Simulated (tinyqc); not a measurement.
Anisotropic elasticity and sound waves of a cubic crystal: one step, computed by the program tinyqc. Command: `OMP_NUM_THREADS=1 python tinyqc.py 3029927 3029928 out.jsonl cubicelastic walk`. One thread of a shared host (Intel(R) Xeon(R) Processor @ 2.30GHz), about 0.01 s of CPU time with the checks.

Voigt order 1..6 = xx, yy, zz, yz, xz, xy, with engineering shear strains. The rotated frame has x' as named, z' along the wafer normal and y' = z' x x'.

Problem. Thermal stress in a film with this orientation. On cooling, a thick substrate imposes eps_1 = eps_2 = (alpha_film - alpha_substrate) Delta T and eps_6 = 0; the free surface sets sigma_3 = sigma_4 = sigma_5 = 0, which fixes eps_3, eps_4, eps_5. Biaxial modulus M = (sigma_1 + sigma_2)/(2 eps); energy density M eps^2. Elastic response and constant coefficients are assumed.

Inputs (values chosen for the exercise, modelled on titanium nitride): expansion coefficient of the film = 8.9 ppm/K; expansion coefficient of the substrate = 2.6 ppm/K; cooling Delta T = 380 K.

Frame: (001) wafer, x' along [110].

C' (GPa), lower triangle (symmetric):
```
       1      2      3      4      5      6
1  558.8
2  237.4  558.8
3  162.7  162.7  633.5
4    0.0    0.0    0.0  160.7
5    0.0    0.0    0.0    0.0  160.7
6    0.0    0.0    0.0    0.0    0.0  235.4
```

Give: in-plane strain; elastic strain along the normal; stress along x'; stress along y'; biaxial modulus M; energy density.

Solution.

in-plane strain = 2.394 per mille

elastic strain along the normal = -1.2297 per mille

stress along x' = 1706.0 MPa

stress along y' = 1706.0 MPa

biaxial modulus M = 712.63 GPa

energy density = 4.0842 MJ/m^3

The film ends in tension. Caution: the thermal stress of this film exceeds 200 MPa, which can relax by slip, cracking or buckling in a real film.
